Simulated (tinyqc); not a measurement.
## Sneak resistance and off state from two reads

Inverse problem. A cell Rc in parallel with a sneak path Rsn = K Ron [2/(N - 1) + 1/(N - 1)^2], N = 8, is read through a sense resistor Ron: Vout = Vr Ron/(Ron + Rc Rsn/(Rc + Rsn)). In the low state Rc = Ron. Find Rsn, K and Roff.

Parameters, values chosen for the exercise: resistance of the low state Ron = 10 kohm; read voltage Vr = 0.5 V.

Vout with the selected cell low and high (mV): [311.557789, 203.557312]

Solution. Each read gives the parallel resistance; the first yields Rsn, the second then Roff.

Rsn = 15.31 kohm
K = 5.000
Roff = 300.0 kohm

Computed by the program tinyqc: `OMP_NUM_THREADS=1 python tinyqc.py 2880137 2880138 out.jsonl`, one thread of a shared Intel Xeon 2.30GHz, about 0.03 s for the whole run.
